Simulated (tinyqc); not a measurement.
Inside a calculation. Method: extended Hueckel theory, for H4. Computed by tinyqc, a small Python program that keeps every step (integrals from PySCF). Settings: charge = 0, K = 2.0, weighted = 1, multiplicity = 1. Command: `OMP_NUM_THREADS=1 python tinyqc.py 26243 26244 out.jsonl` (the two numbers bound the seeds that draw the settings). One thread of a shared host (Intel(R) Xeon(R) Processor @ 2.60GHz), about 0.01 s of CPU time with the checks.

## Overlaps

Geometry (angstrom):
```
atom       x       y       z
H     0.0000  0.0000  0.0000
H     0.0000  0.0000  0.9110
H     0.0000  1.0300  0.0000
H     0.0000  1.0300  0.9110
```

Parameters chosen for this run:
```
element  shell  Slater exponent  H_ii (eV)
H           1s           1.3000   -13.6000
```

Slater orbitals, each expanded in six Gaussians scaled to its exponent.

overlap S, order 1H 1s, 2H 1s, 3H 1s, 4H 1s:
$$\begin{pmatrix}
1.0000 & 0.5235 & 0.4511 & 0.2791 \\
0.5235 & 1.0000 & 0.2791 & 0.4511 \\
0.4511 & 0.2791 & 1.0000 & 0.5235 \\
0.2791 & 0.4511 & 0.5235 & 1.0000
\end{pmatrix}$$

## Wolfsberg-Helmholz matrix

diagonal H_ii (eV): 1H 1s -13.6000, 2H 1s -13.6000, 3H 1s -13.6000, 4H 1s -13.6000

K = 2.0000

H_ij = K' S_ij (H_ii + H_jj)/2 for i != j (the diagonal keeps H_ii), with K' = K + D^2 + D^4 (1 - K), D = (H_ii - H_jj)/(H_ii + H_jj), K = 2.

H (eV), order 1H 1s, 2H 1s, 3H 1s, 4H 1s:
$$\begin{pmatrix}
-13.6000 & -14.2391 & -12.2693 & -7.5918 \\
-14.2391 & -13.6000 & -7.5918 & -12.2693 \\
-12.2693 & -7.5918 & -13.6000 & -14.2391 \\
-7.5918 & -12.2693 & -14.2391 & -13.6000
\end{pmatrix}$$

## Orbitals

valence electrons = 4

Solve H C = S C e through S^(-1/2); fill by pairs from the bottom, a degenerate level sharing its electrons equally; each orbital has its largest coefficient positive (the first on a tie).

orbital energies (eV): [-21.1654, -10.0566, -6.2275, 17.4579]

occupations: [2.0000, 2.0000, 0.0000, 0.0000]

coefficients, order 1H 1s, 2H 1s, 3H 1s, 4H 1s:
$$\begin{pmatrix}
0.3331 & 0.5614 & 0.6209 & 0.9060 \\
0.3331 & 0.5614 & -0.6209 & -0.9060 \\
0.3331 & -0.5614 & 0.6209 & -0.9060 \\
0.3331 & -0.5614 & -0.6209 & 0.9060
\end{pmatrix}$$

sum of one-electron energies = -62.4441 eV

## Mulliken analysis

P = C n C^T; charge = valence electrons (H 1) minus the sum of (P S)_ii on the atom; overlap population = 2 sum P_ij S_ij between two atoms.

charges: 1H 0.0000, 2H 0.0000, 3H 0.0000, 4H 0.0000

Overlap populations:
```
pair      value
2-1    0.892176
3-1   -0.368451
3-2   -0.227986
4-1   -0.227986
4-2   -0.368451
4-3    0.892176
```
